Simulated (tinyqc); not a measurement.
# Four-point probe, van der Pauw, Hall and spreading-resistance readings of a semiconductor layer, step by step

A worked calculation. Computed by tinyqc, a small Python program that keeps every step. Command: `OMP_NUM_THREADS=1 python tinyqc.py 3113230 3113231 out.jsonl probe walk`. One thread of a shared host (Intel(R) Xeon(R) Processor @ 2.30GHz), about 0.01 s of CPU time with the checks. Intermediate numbers are printed to about 6 digits and carried at full precision; extremes and crossings named in words are read from the listed rows.

The layer is uniform and ohmic; contacts are points unless a radius is given.

Inputs (values chosen for the exercise, modelled on p-type silicon):
```
quantity                                        value        unit
carrier density n                             1.3e+18      1/cm^3
drift mobility mu                                  91  cm^2/(V s)
layer thickness t                                  83  micrometre
probe spacing s                                 1.588          mm
current I                                        0.01          mA
side ratio a/b of the van der Pauw rectangle      1.8           -
magnetic field B                                 0.71           T
Hall factor r_H                                  0.89           -
wafer diameter over spacing D/s                   160           -
```

Backing of the layer: insulating.

Constants: e = 1.602176634e-19 C.

## Resistivity and sheet resistance

rho = 1/(e n mu); R_s = rho/t.

resistivity rho = 0.0527600 ohm cm

sheet resistance R_s = 6.35663 ohm/square

## Four-point voltage

Collinear probes with equal spacing on a layer with insulating backing: images at depth 2 m t give V = (rho I/(2 pi s)) G, G = 1 + 4 sum_(m>=1) [1/sqrt(1 + (2 m u)^2) - 1/sqrt(4 + (2 m u)^2)], u = t/s; the sum runs to m = 20000, with the tail 3/(32 u^3 M^2) added to the sum for M = 20000. Limits: thick, rho = 2 pi s V/I; thin on an insulator, rho = (pi/ln 2) t V/I.

t/s = 0.0522670

G = 26.5233

voltage V = 0.0140250 mV

rho by the thick formula = 1.39937 ohm cm

rho by the thin formula = 0.0527600 ohm cm

The thick formula is off by +2552.3 % and the thin one by 0.0 %.

## Thickness correction

The last two columns give rho(formula)/rho for rho = 2 pi s V/I and rho = (pi/ln 2) t V/I.

Correction against t/s:
```
t/s        G  thick formula  thin formula
0.1  13.8629        13.8629       1.00000
0.2   6.9315         6.9315       1.00000
0.3   4.6211         4.6211       1.00003
0.5   2.7799         2.7799       1.00264
0.7   2.0175         2.0175       1.01871
1.0   1.5045         1.5045       1.08524
1.5   1.1973         1.1973       1.29547
2.0   1.0939         1.0939       1.57814
3.0   1.0306         1.0306       2.23037
5.0   1.0070         1.0070       3.63194
```

The thin formula holds to 1 % up to t/s = 0.5 and the thick one holds to 1 % from t/s = 5.

## Finite wafer

For a thin circular wafer probed at its centre, R_s = C V/I with C = pi/(ln 2 + ln[((D/s)^2 + 3)/((D/s)^2 - 3)]).

factor C = 4.53083

error if pi/ln 2 is used = 0.0338132 %

## The two van der Pauw resistances

Thin rectangle with point contacts at the corners; for R_B current and voltage contacts lie along the two sides of length a, for R_A along those of length b: exp(-pi R_A/R_s) = (theta_4/theta_3)^4, exp(-pi R_B/R_s) = (theta_2/theta_3)^4 with q = exp(-pi a/b), theta_2 = 2 sum_(m>=0) q^((m + 1/2)^2), theta_3 = 1 + 2 sum_(m>=1) q^(m^2), theta_4 = 1 + 2 sum_(m>=1) (-1)^m q^(m^2).

R_A = 0.113325 ohm

R_B = 5.88830 ohm

ratio R_B/R_A = 51.9593

## Solving the van der Pauw equation

Solve exp(-pi z R_A) + exp(-pi z R_B) = 1 for z = 1/R_s by seven Newton steps from z = 2 ln 2/(pi (R_A + R_B)); f = R_s 2 ln 2/(pi (R_A + R_B)).

Steps:
```
step  1/z (ohm)  left side less 1
0       13.6008       2.30794e-01
1        8.4153       6.95775e-02
2        6.7619       1.35601e-02
3        6.3814       8.22788e-04
4        6.3567       3.48070e-06
5        6.3566                 0
6        6.3566                 0
```

R_s found = 6.35663 ohm/square

correction f = 0.467373

Averaging R_A and R_B without f would overstate R_s by 114.0 %.

## Hall reading

V_H = r_H I B/(e n t); apparent density n/r_H; Hall mobility r_H mu; Hall angle tan = r_H mu B (SI).

Hall voltage = 3.65525e-04 mV

apparent density = 1.46067e+18 1/cm^3

Hall mobility = 80.99 cm^2/(V s)

tangent of the Hall angle = 0.00575029

Checks made by the program: thin limit of G, 2 ln 2/u at u = 0.02 (relative difference below 1e-10); R_s recovered (relative difference below 1e-10).
